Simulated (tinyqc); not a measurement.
Admittance spectroscopy of a deep trap: two steps of the calculation.

Schottky contact on an n-type layer with shallow donors Nd (all ionised) and a donor-like deep trap, neutral when filled and positive when empty; depletion approximation. Traps within lam of the depletion edge stay filled. The traps at xt = W - lam, where the level crosses the Fermi level, follow a slow signal and not a fast one. w = 2 pi f.

Values chosen for this exercise; material values those of a made-up semiconductor:
- eps_r = 11.8 (relative permittivity)
- Nc = 2.64e18 cm^-3 (conduction-band density of states at 300 K)
- vth = 2.9e7 cm/s (thermal velocity at 300 K)
- Nd = 2.3e15 cm^-3 (shallow donor density)
- Vbi = 1.17 V (built-in voltage)
- Et = 0.13 eV (depth of the trap below the conduction edge)
- sn = 2.5e-15 cm^2 (capture cross-section)
- Nt = 8.7e14 cm^-3 (trap density)
- Vr = 1.1 V (reverse bias)
- f = 1.8e5 Hz (signal frequency)
- T = 133 K (temperature)

Constants: q = 1.602176634e-19 C, kB = 1.380649e-23 J/K, eps0 = 8.8541878128e-14 F/cm where lengths are in cm. Results are converted to the units shown.

Task 1. Widths and limiting capacitances. lam = sqrt(2 eps0 eps_r (EF - ET)/(q Nd)), EF - ET = Et - (kB T/q) ln(Nc(T)/Nd), Nc(T) = Nc (T/300 K)^1.5. In the steady state at the band bending V, 2 eps0 eps_r V/q = Nd W^2 + Nt (W - lam)^2 (the second term only if W > lam). V = Vbi + Vr. C_HF = eps0 eps_r/W, C_LF = eps0 eps_r (Nd + Nt)/(Nd W + Nt xt).

Give: lam; W; xt; C_HF; C_LF.

Result 1.

lam = 189.36 nm
W = 1014.7 nm
xt = 825.31 nm
C_HF = 10.297 nF/cm^2
C_LF = 10.853 nF/cm^2

The step is 5.40 % of C_HF.

Task 2. Admittance at the signal frequency. Emission rate en = sn vth(T) Nc(T) exp(-Et/kB T) = sn g T^2 exp(-Et/kB T), g = vth Nc/(300 K)^2, as vth goes as T^0.5 and Nc as T^1.5 (degeneracy factor 1). Inflection frequency w0 = 2 en [1 + Nt xt/(Nd W)]; C = C_HF + (C_LF - C_HF)/(1 + (w/w0)^2), G/w = (C_LF - C_HF)(w/w0)/(1 + (w/w0)^2).

W = 1014.6714 nm
xt = 825.31229 nm
C_HF = 10.296872 nF/cm^2
C_LF = 10.852724 nF/cm^2

Give: en; w0/(2 pi); C; G/w.

Result 2.

en = 4.460e5 1/s
w0/(2 pi) = 1.856e5 Hz
C = 10.58 nF/cm^2
G/w = 0.2778 nF/cm^2

The signal lies near the inflection, where the loss is largest.

tinyqc, about 0.01 s, one thread, Intel Xeon 2.30GHz (shared host): `OMP_NUM_THREADS=1 python tinyqc.py 2050162 2050163 out.jsonl`
